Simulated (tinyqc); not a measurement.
Inside a calculation. Method: sp3 tight binding, zinc-blende lattice. One step of it, computed by the program tinyqc.

Task: Bloch Hamiltonian at k. Slater-Koster rules over the four bonds with direction cosines (l, m, n): ss V_ss; s-px l V_sp; px-s -l V_sp; px-px l^2 V_pps + (1 - l^2) V_ppp; px-py l m (V_pps - V_ppp); each times exp(i k.d).

Parameters chosen for this model: zinc-blende lattice, anion at 0, cation at a/4 (1,1,1); V = eta hbar^2 / (m d^2), hbar^2/m = 7.619964 eV angstrom^2:
```
parameter          value      unit
a               4.150000  angstrom
d               1.797003  angstrom
Es anion      -16.400000        eV
Ep anion       -8.290000        eV
Es cation     -14.280000        eV
Ep cation      -7.190000        eV
eta ss         -1.220000
eta sp          1.780000
eta pp sigma    3.130000
eta pp pi      -0.780000
V ss           -2.878825        eV
V sp            4.200253        eV
V pp sigma      7.385838        eV
V pp pi        -1.840560        eV
```

k point k (2 pi / a): [0.710000, -0.010000, 0.330000]

Give: H(k) at k.

Result:

H(k) at k (eV), order a s, a px, a py, a pz, c s, c px, c py, c pz:
$$\begin{pmatrix}
-16.4000 & 0.0000 & 0.0000 & 0.0000 & -4.4000-0.0805i & 0.0332+7.5657i & -4.3154-0.0582i & 0.1189+2.1141i \\
0.0000 & -8.2900 & 0.0000 & 0.0000 & -0.0332-7.5657i & 1.8874+0.0345i & 0.1507+2.6811i & -5.4729-0.0738i \\
0.0000 & 0.0000 & -8.2900 & 0.0000 & 4.3154+0.0582i & 0.1507+2.6811i & 1.8874+0.0345i & 0.0421+9.5949i \\
0.0000 & 0.0000 & 0.0000 & -8.2900 & -0.1189-2.1141i & -5.4729-0.0738i & 0.0421+9.5949i & 1.8874+0.0345i \\
-4.4000+0.0805i & -0.0332+7.5657i & 4.3154-0.0582i & -0.1189+2.1141i & -14.2800 & 0.0000 & 0.0000 & 0.0000 \\
0.0332-7.5657i & 1.8874-0.0345i & 0.1507-2.6811i & -5.4729+0.0738i & 0.0000 & -7.1900 & 0.0000 & 0.0000 \\
-4.3154+0.0582i & 0.1507-2.6811i & 1.8874-0.0345i & 0.0421-9.5949i & 0.0000 & 0.0000 & -7.1900 & 0.0000 \\
0.1189-2.1141i & -5.4729+0.0738i & 0.0421-9.5949i & 1.8874-0.0345i & 0.0000 & 0.0000 & 0.0000 & -7.1900
\end{pmatrix}$$
